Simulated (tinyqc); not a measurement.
Pi bands of a honeycomb layer in tight binding: one step. H and S at one k.

Lattice vectors a (1,0) and a (1/2, sqrt3/2); f = exp(i ky a/sqrt3) + 2 cos(kx a/2) exp(-i ky a/(2 sqrt3)), w = |f|. H = [[D - t2 F, -t f], [., -D - t2 F]] with F = w^2 - 3, S = [[1, s0 f], [., 1]]; the levels solve det(H - E S) = 0. K = (4 pi/3a, 0), M = (pi/a, pi/(sqrt3 a)); w = 3, 1, 0 at Gamma, M, K.

Inputs chosen for the exercise (of the size used for graphene; shifted at random, so the results belong to these values and not to a real crystal): a = 2.46 angstrom (lattice constant); t = 2.7 eV (nearest hopping); t2 = 0 eV (second-neighbour hopping); s0 = 0 (overlap of neighbours); D = 0 eV (+D on A, -D on B); k = (1.49, 0.48) 1/angstrom (wave vector).

Task: Form f, w, F and the two matrices.

Give: f; w; F; H; S.

Result:

f = 0.28843+0.80326i
w = 0.85347
F = -2.27158

H (eV):
```
                 A                B
A                0  -0.7788-2.1688i
B  -0.7788+2.1688i                0
```

S:
```
         A        B
A  1.00000        0
B        0  1.00000
```

(tinyqc, `OMP_NUM_THREADS=1 python tinyqc.py 1450786 1450787 out.jsonl`, Intel(R) Xeon(R) Processor @ 2.30GHz, 1 thread, shared host, about 0.01 s.)
